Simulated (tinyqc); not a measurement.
# Energy and delay of logic against supply voltage: what changes with what

One expression serves below and above threshold: I(Vg) = Ik [ln(1 + exp((Vg - VT + dd V)/(al nf Vt)))]^al, with I_on = I(V) and I_off = I(0). Gate delay td = kd C V/I_on, clock period LD td. Per gate and cycle the switching energy is act C V^2 and the leakage energy I_off V LD td. No short-circuit current, no variation. Minima are sought above 0.09 V; below a few Vt gates no longer switch and the model has no meaning.

Parameters, values chosen for the exercise; values of the order met in logic technologies: temperature T = 330 K; threshold voltage at zero drain bias VT = 0.25 V; slope factor nf = 1.19; barrier lowering per volt of supply dd = 0.1; specific current of a gate Ik = 1.3 uA; exponent of the current law al = 1.86; load capacitance of a gate C = 2.4 fF; delay factor kd = 0.7; logic depth LD = 40; activity factor act = 0.2.

Constants: q = 1.602176634e-19 C, kB = 1.380649e-23 J/K, Vt = kB T/q. Results are converted to the units shown.

Each table varies one quantity; the others keep the values above.

## Energy and delay against supply voltage

EDP = energy times td.

Results:
```
V (V)  I_on (uA)  I_off (nA)  td (ps)  switching (aJ)  leakage (aJ)  energy (aJ)  EDP (fJ ps)
0.15    0.084768      1.2259   2972.8          10.800        21.867       32.667       97.114
0.27      1.6443      1.7398   275.86          34.992        5.1834       40.175       11.083
0.38      8.4530      2.3960   75.524          69.312        2.7505       72.063       5.4424
0.5       23.811      3.3936   35.277          120.00        2.3943       122.39       4.3177
0.62      46.776      4.8002   22.268          184.51        2.6508       187.16       4.1677
0.73      74.026      6.5873   16.567          255.79        3.1867       258.98       4.2905
0.85      110.23      9.2871   12.955          346.80        4.0907       350.89       4.5458
1.08      197.79      17.823   9.1735          559.87        7.0633       566.94       5.2008
1.2       252.67      24.939   7.9787          691.20        9.5512       700.75       5.5911
```

Estimate the missing row, V = 0.97 V.

Computed row:
```
V (V)  I_on (uA)  I_off (nA)  td (ps)  switching (aJ)  leakage (aJ)  energy (aJ)  EDP (fJ ps)
0.97      152.98      13.065   10.652          451.63        5.3998       457.03       4.8685
```

With this row back in the table: td falls from 2970 to 7.98 ps; the energy rises from 32.7 to 701 aJ and the EDP goes from 97.1 through a minimum of 4.17 (at V = 0.62 V among the rows listed) to 5.59 fJ ps. The exact minima lie at V = 0.186 V for the energy and 0.602 V for the EDP. Going from 1.2 V to the energy minimum saves a factor of 23.2 in energy and costs a factor of 168 in delay. Below the minimum the leakage energy rises faster than the switching energy falls, because the clock period grows so steeply.

## Optimum supplies against the threshold voltage at zero drain bias

Same model as above.

V_min minimises the energy and V_EDP the product of energy and td.

Optimum supplies against the threshold voltage at zero drain bias:
```
VT (V)  V_min (V)  energy at V_min (aJ)  leakage share (%)  clock at V_min (MHz)  V_EDP (V)  clock at V_EDP (GHz)
0.15       0.1781                 46.23              67.09                 134.7     0.4306                0.9467
0.2        0.1851                 35.23              53.30                 57.10     0.4995                0.9403
0.25       0.1863                 30.24              44.92                 18.69     0.6025                 1.061
0.3        0.1863                 27.99              40.46                 5.183     0.7184                 1.226
0.35       0.1863                 26.98              38.26                 1.305     0.8374                 1.397
0.4        0.1862                 26.52              37.23                0.3120     0.9569                 1.566
0.45       0.1862                 26.31              36.75               0.07276      1.077                 1.733
0.5        0.1862                 26.22              36.53               0.01677      1.196                 1.898
0.55       0.1862                 26.18              36.43              0.003844      1.316                 2.060
```

As VT goes from 0.15 to 0.55, V_min rises from 0.178 to 0.186 V, the energy there falls from 46.2 to 26.2 aJ, the clock there falls from 135 to 0.00384 MHz and V_EDP rises from 0.431 to 1.32 V. V_min lies below VT for VT = 0.2, 0.25, 0.3, 0.35, 0.4, 0.45, 0.5, 0.55 V. As VT grows, I_on too becomes a subthreshold current, VT cancels more and more from the energy, and it mainly sets the clock.

tinyqc, about 0.01 s, one thread, Intel Xeon 2.30GHz (shared host): `OMP_NUM_THREADS=1 python tinyqc.py 2082144 2082145 out.jsonl`
